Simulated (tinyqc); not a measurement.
Inside a calculation. Model: ion-assisted plasma etching: sheath, surface coverage, synergy and aspect-ratio dependence. Computed by tinyqc, a small Python program that keeps every step. Command: `OMP_NUM_THREADS=1 python tinyqc.py 3018104 3018105 out.jsonl etch walk`. One thread of a shared host (Intel(R) Xeon(R) Processor @ 2.30GHz), about 0.07 s of CPU time with the checks. Intermediate numbers are printed to about 6 digits and carried at full precision; extremes and crossings named in words are read from the listed rows.

Radicals adsorb on bare sites; ions remove covered sites with a high yield and bare sites by sputtering; a slow spontaneous reaction acts everywhere, walls included.

Inputs (values chosen for the exercise, close to those used for silicon dioxide in a fluorocarbon plasma): plasma density n_e = 1.2e+11 1/cm^3; electron temperature T_e = 2.4 eV; ion mass M_i = 69 u; sheath voltage V = 290 V; radical density n = 2.8e+12 1/cm^3; radical mass M_n = 31 u; gas temperature T_g = 300 K; sticking coefficient s = 0.43; radicals per removed unit x = 4; yield slope b = 0.17 eV^(-1/2); threshold E_th = 12 eV; sputter slope b_p = 0.013 eV^(-1/2); sputter threshold E_p = 34 eV; spontaneous reaction probability k_c = 3.5e-06; solid density N = 2.2e+22 1/cm^3; ion temperature T_i = 0.1 eV; aspect ratio A = 1.7.

Feature: long trench.

Constants: e = 1.602176634e-19 C; u = 1.6605390666e-27 kg; k_B = 1.380649e-23 J/K; eps_0 = 8.8541878128e-12 F/m.

## Fluxes

Bohm speed u_B = sqrt(e T_e/M_i); ion flux G_i = 0.61 n_e u_B; radical flux G_n = n c/4 with c = sqrt(8 k_B T_g/(pi M_n)).

Bohm speed = 183194 cm/s

ion flux G_i = 1.34098e+16 1/(cm^2 s)

radical speed c = 45265.5 cm/s

radical flux G_n = 3.16858e+16 1/(cm^2 s)

flux ratio G_n/G_i = 2.36288

## Sheath and ion angles

Debye length lambda_D = sqrt(eps_0 T_e/(e n_s)) with n_s = 0.61 n_e, T_e in volts; Child-law sheath d = (sqrt2/3) lambda_D (2 V/T_e)^(3/4); ion energy E = V + T_e/2; angular spread = arctan(sqrt(T_i/E)).

Debye length = 42.5666 um

sheath thickness = 1229.92 um

ion energy E = 291.2 eV

angular spread = 1.06164 degrees

## Yields

Yields: Y = b (sqrt(E) - sqrt(E_th)) on covered sites, Y_p = b_p (sqrt(E) - sqrt(E_p)) on bare ones (zero below threshold).

yield Y = 2.31208

sputter yield Y_p = 0.146037

## Open-field etch rate

Steady coverage: s G_n (1 - theta) = x Y G_i theta; removal flux = Y G_i theta + Y_p G_i (1 - theta) + k_c G_n; rate = flux/N, 1 cm/s = 6e8 nm/min. Lateral rate = k_c G_n/N; anisotropy = 1 - lateral/vertical; synergy = vertical/(ions alone + radicals alone), with ions alone Y_p G_i/N and radicals alone the lateral rate.

coverage theta = 0.0989871

vertical rate = 131.827 nm/min

lateral rate = 0.00302456 nm/min

anisotropy = 0.999977

synergy = 2.46811

The surface is nearly bare: radicals limit the ion-assisted part, and sputtering gives 37 % of the rate.

## Rate at the floor of the feature

Transmission of a long trench, rough form: K = (1 + ln(1 + A))/(1 + A + ln(1 + A)), walls that scatter diffusely without loss. With a loss probability S = s (1 - theta) at the floor, G_b/G_n = K/(K + S - K S); theta follows G_b, and the two are solved together. Ions are taken to reach the floor unshadowed; G_b replaces G_n in every term of the rate; A is depth over width.

transmission K = 0.539701

G_b/G_n = 0.746866

coverage at the floor = 0.0758302

rate at the floor = 113.482 nm/min

floor rate over open-field rate = 0.860840

The lag is 14 %. Caution: the trench transmission is an interpolation between the limits 1 and ln(A)/A, good to tens of per cent.

## Etch lag against aspect ratio

The formulas are those given above.

Floor of the feature:
```
A             K   G_b/G_n      theta  rate (nm/min)  relative rate
0.5    0.737597  0.877560  0.0879329        123.070       0.933570
1.0    0.628687  0.810905  0.0818002        118.211       0.896717
2.0    0.512030  0.724865  0.0737611        111.843       0.848406
5.0    0.358296  0.580051  0.0599079        100.868       0.765156
10.0   0.253614  0.453424  0.0474504         90.999       0.690294
20.0   0.168210  0.327604  0.0347409         80.931       0.613918
50.0   0.089781  0.189738  0.0204194         69.585       0.527854
100.0  0.053166  0.116811  0.0126704         63.447       0.481288
```

K falls by a factor 13.9 over the rows and the rate by 1.94. Among these rows the rate stays within 10 % of the open-field value up to A = 0.5, with an open-field coverage below one half; sputtering, which needs no radicals, carries much of the rate in the last rows. Caution: rows with A above about 1/(2 tan(ion spread)) or 1/sqrt(k_c), often 10 to 30, are formal: ion shadowing, radical loss on the walls, redeposition of sputtered material and, in fluorocarbon plasmas, polymer growth are left out and add to the lag.

## Yield per ion against the flux ratio

The ion flux is fixed and the radical flux set by the ratio; the removal per ion is the removal flux over G_i.

Open field:
```
G_n/G_i     theta  rate (nm/min)  removal per ion
0.3      0.013757         64.307          0.17584
1        0.044429         88.606          0.24228
3        0.122410        150.383          0.41119
10       0.317382        304.843          0.83354
30       0.582437        514.837          1.40773
100      0.822993        705.488          1.92903
300      0.933104        792.970          2.16823
1000     0.978945        830.181          2.26998
3000     0.992882        843.781          2.30716
```

Coverage reaches one half at G_n/G_i = x Y/s = 21.5. Below that the ion-assisted part follows the radical flux, on top of the sputter floor Y_p = 0.146; above it the ion-assisted part saturates at Y = 2.31 per ion.

Checks made by the program: series form 1/R = 1/(Y G_i) + x/(s G_n) of the ion-assisted part (relative difference below 1e-10).
